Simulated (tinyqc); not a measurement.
Reverse leakage of an n+-p junction: diffusion, generation, trap-assisted and band-to-band tunnelling: one step of the calculation.

One-sided abrupt junction in the depletion approximation, x from the junction (0) to W on the p side, field F = F0 (1 - x/W). Flat quasi-Fermi levels, long p side. Traps generate through SRH with both lifetimes shortened by 1 + Gamma (Hurkx enhancement, form for moderate fields); band-to-band generation is local and needs a total bending above Eg.

Task. Field, scales and diffusion current. ni = sqrt(Nc Nv) exp(-Eg/(2 Vt)), Eg in volts; Vbi = Vt ln(Na Nd/ni^2); W = sqrt(2 eps0 eps_r (Vbi + VR)/(q Na)); F0 = 2 (Vbi + VR)/W; FG = sqrt(24 mt m0 (kB T)^3)/(q hbar); J_diff = q ni^2 sqrt(Dn/tau)(1 - exp(-VR/Vt))/Na.

Values chosen for this exercise; band and dielectric values close to those of silicon:

| symbol | value | unit | meaning |
|---|---|---|---|
| T | 350 | K | temperature |
| Eg | 1.14 | eV | band gap |
| eps_r | 11.8 |  | relative permittivity |
| Nc | 3.45e19 | cm^-3 | conduction-band density of states at T |
| Nv | 3.39e19 | cm^-3 | valence-band density of states at T |
| Na | 1.2e18 | cm^-3 | acceptor density of the lighter side |
| Nd | 1e19 | cm^-3 | donor density of the heavier side |
| tau | 4e-6 | s | SRH lifetime of both carriers at zero field |
| mt | 0.26 | m0 | tunnelling mass |
| Dn | 20 | cm^2/s | electron diffusion coefficient on the lighter side |
| VR | 0.5 | V | reverse bias |

Constants: q = 1.602176634e-19 C, kB = 1.380649e-23 J/K, hbar = 1.054571817e-34 J s, m0 = 9.1093837015e-31 kg, Vt = kB T/q, eps0 = 8.8541878128e-14 F/cm where lengths are in cm. Results are converted to the units shown.

Wanted: ni; Vbi; W; F0; FG; J_diff.

Result.

ni = 2.1202e11 cm^-3
Vbi = 1.0019 V
W = 40.402 nm
F0 = 743.47 kV/cm
FG = 474.00 kV/cm
J_diff = 1.3420e-11 A/cm^2

Program tinyqc, `OMP_NUM_THREADS=1 python tinyqc.py 2290099 2290100 out.jsonl`; Intel Xeon 2.30GHz, shared host, one thread, about 0.01 s.
